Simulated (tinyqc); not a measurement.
Worked calculation: Luttinger-Kohn k.p, four valence bands. One step of it, computed by the program tinyqc.

Question. Hole masses. E = c [g1 k^2 -/+ 2 sqrt(g2^2 k^4 + 3 (g3^2 - g2^2)(kx^2 ky^2 + ky^2 kz^2 + kz^2 kx^2))] with c = hbar^2/2m, and m* = hbar^2 k^2 / (2 E).

Luttinger parameters chosen for this model; energies are counted downward from the top of the valence band:

| parameter | value | unit |
|---|---|---|
| g1 | 7.650000 |  |
| g2 | 2.530000 |  |
| g3 | 3.120000 |  |

Give: Masses.

Answer.

Masses (electron masses):

| direction | heavy | light |
|---|---|---|
| [100] | 0.386 | 0.079 |
| [110] | 0.594 | 0.073 |
| [111] | 0.709 | 0.072 |
